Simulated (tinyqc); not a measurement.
Inside a calculation. Model: inversion-layer mobility, back-scattering and ballistic limit of a field-effect transistor. Computed by tinyqc, a small Python program that keeps every step. Command: `OMP_NUM_THREADS=1 python tinyqc.py 3019027 3019028 out.jsonl mos walk`. One thread of a shared host (Intel(R) Xeon(R) Processor @ 2.30GHz), about 0.01 s of CPU time with the checks. Intermediate numbers are printed to about 7 digits and carried at full precision; extremes and crossings named in words are read from the listed rows.

The charge at the top of the source barrier is fixed by the gate; series resistance and short-channel effects are left out. F_j are Fermi integrals normalised to exp(eta) in the classical limit.

Inputs (values chosen for the exercise, modelled on a 4H-SiC n-channel): transport mass m = 0.31 m_0; valley degeneracy g_v = 3; weight w of the inversion charge = 0.5; permittivity eps = 9.7; phonon mobility at 1 MV/cm and 300 K, mu_ph = 93 cm^2/(V s); roughness mobility at 1 MV/cm, mu_sr = 68 cm^2/(V s); Coulomb mobility at N_inv = 1e12/cm^2, mu_C = 22 cm^2/(V s); electrical oxide thickness t_inv = 2.8 nm; depletion charge N_dep = 1.3e+12 1/cm^2; gate overdrive V_G - V_T = 0.79 V; drain voltage V_D = 0.3 V; channel length L = 110 nm; exponent a of the critical length = 0.71; temperature T = 400 K.

Statistics at the top of the barrier: Fermi-Dirac.

Constants: eps_0 = 8.8541878128e-12 F/m; e = 1.602176634e-19 C; m_0 = 9.1093837015e-31 kg; k_B = 1.380649e-23 J/K; hbar = 1.054571817e-34 J s; k_B = 8.617333262e-05 eV/K.

## Charge and field

N_inv = 3.9 eps_0 (V_G - V_T)/(e t_inv); effective field E_eff = e (N_dep + w N_inv)/(eps eps_0).

inversion density N_inv = 6.080958e+12 1/cm^2

effective field E_eff = 0.8097064 MV/cm

## Effective mobility

mu_phonon = mu_ph (E_eff/1 MV/cm)^(-0.3) (T/300 K)^(-1.75); mu_rough = mu_sr (E_eff/1 MV/cm)^(-2); mu_Coulomb = mu_C (N_inv/1e12 cm^-2) (T/300 K); Matthiessen's rule adds 1/mu.

phonon part = 59.88829 cm^2/(V s)

roughness part = 103.7179 cm^2/(V s)

Coulomb part = 178.3748 cm^2/(V s)

effective mobility mu = 31.30335 cm^2/(V s)

The phonon part is the lowest and holds 52 % of 1/mu.

## Ballistic limit

F_j(eta) = (1/Gamma(j + 1)) int_0^infinity x^j/(1 + exp(x - eta)) dx, F_0 = ln(1 + exp(eta)). Integrals over x = E/(k_B T) use 160 Gauss-Legendre points in u = sqrt(x) from 0 to sqrt(max(eta, 0) + 32). Ballistic channel: N_2D = g_v m k_B T/(pi hbar^2), U = e V_D/(k_B T); eta_F solves N_inv = (N_2D/2)[F_0(eta_F) + F_0(eta_F - U)]; v_T = sqrt(2 k_B T/(pi m)); I/W = e (N_2D/2) v_T [F_1/2(eta_F) - F_1/2(eta_F - U)]; injection velocity v_T F_1/2(eta_F)/F_0(eta_F).

N_2D = 1.339100e+13 1/cm^2

eta_F = 0.3915586

thermal velocity v_T = 1.115800 1e7 cm/s

injection velocity = 1.268507 1e7 cm/s

ballistic current I/W = 1235.249 microampere/micrometre

Degeneracy raises the injection velocity by a factor 1.14.

## Back-scattering

Mean free path lambda = (2 k_B T/e)(mu/v_T) F_0(eta_0)/F_-1/2(eta_0), with eta_0 from N_inv = N_2D F_0(eta_0); critical length l = L (1 + U)^(-a), an empirical rule; back-scattering r = l/(l + lambda). Then eta solves N_inv = (N_2D/2)[(1 + r) F_0(eta) + (1 - r) F_0(eta - U)] and I/W = e (N_2D/2) v_T (1 - r)[F_1/2(eta) - F_1/2(eta - U)]. Ballistic ratio: I over the ballistic current. Apparent mobility 1/(1/mu + 1/mu_B), mu_B = mu L/lambda.

eta_0 = -0.5537892

mean free path lambda = 2.118035 nm

critical length l = 21.91175 nm

back-scattering coefficient r = 0.9118579

current I/W = 53.65175 microampere/micrometre

ballistic ratio = 0.04343396

apparent low-field mobility = 30.71199 cm^2/(V s)

L/lambda = 51.93, but at this drain voltage only the first 21.9 nm can return a carrier to the source, so the device works at 4 % of its ballistic limit.

## Channel length

The last column is the long-channel law e N_inv mu V/L with V = V_D - V_D^2/(2 V_ov) below pinch-off and V_ov/2 above, V_ov = V_G - V_T.

Currents (microampere/micrometre):
```
L (nm)          r       I/W  ballistic ratio  long-channel law
5       0.3198398  617.7655        0.5001143          1482.441
10      0.4846645  411.7261        0.3333143           741.220
20      0.6528943  246.9449        0.1999151           370.610
40      0.7900013  137.1483        0.1110289           185.305
80      0.8826824   72.5925        0.0587675            92.653
160     0.9376859   37.3915        0.0302704            46.326
400     0.9741062   15.2323        0.0123314            18.531
1000    0.9894790    6.1382        0.0049692             7.412
```

The current scales as L^-0.99 at the long end and as L^-0.59 at the short end, where it reaches 50 % of the ballistic 1240. The long-channel law passes the ballistic limit between 5.00 and 10.0 nm and has no meaning below. At 1000 nm the model gives 0.83 times the long-channel law; the rule for l is a fit for short devices and fails wherever the model exceeds that law. Raising mu by 10 % at 20 nm raises I by 7.8 %.

## The mobility curve

The formulas are those given above.

Mobilities (cm^2/(V s)):
```
V_G - V_T (V)  N_inv (1/cm^2)  E_eff (MV/cm)    phonon  roughness   Coulomb     total
0.03             2.309225e+11       0.264051  83.81732   975.2885    6.7737   6.22722
0.06             4.618449e+11       0.285590  81.86857   833.7247   13.5475  11.46411
0.12             9.236898e+11       0.328668  78.48974   629.4971   27.0949  19.51737
0.20             1.539483e+12       0.386106  74.78738   456.1386   45.1582  26.51961
0.35             2.694095e+12       0.493801  69.46638   278.8724   79.0268  32.64213
0.50             3.848708e+12       0.601496  65.47423   187.9506  112.8954  33.95414
0.75             5.773061e+12       0.780988  60.54062   111.4860  169.3431  31.85450
1.00             7.697415e+12       0.960480  56.89757    73.7111  225.7908  28.11294
1.50             1.154612e+13       1.319463  51.72744    39.0584  338.6863  20.88233
```

The lowest part is Coulomb from 0.0300 to 0.200, phonon from 0.350 to 1.00, roughness at 1.50 V. The total peaks at 34 near E_eff = 0.60 MV/cm: screening lifts it at low density and the field presses it down at high density.

Checks made by the program: long channel and small V_D against the drift formula e N mu V_D/L (relative difference 1e-04).
